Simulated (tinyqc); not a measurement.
# Changing the magnetic field B

Model: Hall effect and magnetoresistance of several carrier groups with constant relaxation times. Computed by tinyqc, a small Python program. Command: `OMP_NUM_THREADS=1 python tinyqc.py 3009314 3009315 out.jsonl hall2 sweep`. One thread of a shared host (Intel(R) Xeon(R) Processor @ 2.30GHz), about 0.01 s of CPU time with the checks.

Group 1 has charge +e and group 2 charge +e; s_i is that sign. B lies along z; mu B is formed with mu in m^2/(V s).

Inputs (values chosen for the exercise, for a model conductor): density n1 = 1.1e+18 1/cm^3; mobility mu1 = 54000 cm^2/(V s); density n2 = 1.6e+19 1/cm^3; mobility mu2 = 1300 cm^2/(V s).

Carriers: light and heavy holes. Densities: per volume.

Constants: e = 1.602176634e-19 C.

Method. sigma_xx = sum n_i e mu_i/(1 + mu_i^2 B^2); sigma_xy = sum s_i n_i e mu_i^2 B/(1 + mu_i^2 B^2). rho_xx = sigma_xx/(sigma_xx^2 + sigma_xy^2); Hall coefficient R_H = sigma_xy/(B (sigma_xx^2 + sigma_xy^2)), with B in V s/cm^2 (1 T = 1e-4 V s/cm^2); magnetoresistance MR = rho_xx(B)/rho_xx(0) - 1. Apparent density 1/(e |R_H|); Hall mobility |R_H|/rho_xx.

One run for each value; columns: (1) magnetic field B (T); (2) magnetoresistance MR (%); (3) apparent density (1/cm^3); (4) Hall mobility (cm^2/(V s)); (5) Hall coefficient R_H (cm^3/C):
```
(1)            (2)         (3)    (4)     (5)
0.0093  4.6132e-02  1.9888e+18  40307  3.1383
0.021   2.3503e-01  1.9902e+18  40203  3.1361
0.046   1.1235e+00  1.9968e+18  39718  3.1257
0.1     5.2179e+00  2.0278e+18  37590  3.0780
0.23    2.5231e+01  2.1939e+18  29191  2.8449
0.5     8.5489e+01  2.9125e+18  14845  2.1430
1.1     1.7395e+02  5.6104e+18   5218  1.1125
2.5     2.2225e+02  1.1350e+19   2193  0.5499
5.6     2.3478e+02  1.5452e+19   1550  0.4039
```

Describe and explain the trends.

Over the rows, magnetoresistance MR (%) rises from 0.0461 to 235 (exponent d ln y / d ln x 2.0 between the first rows and 0.068 between the last); apparent density (1/cm^3) rises from 1.99e18 to 1.55e19 (exponent d ln y / d ln x 8.6e-4 between the first rows and 0.38 between the last); Hall mobility (cm^2/(V s)) falls from 40300 to 1550 (exponent d ln y / d ln x -0.0032 between the first rows and -0.43 between the last). At the low end the exponent of magnetoresistance MR is 2.00, close to 2: the quadratic law.
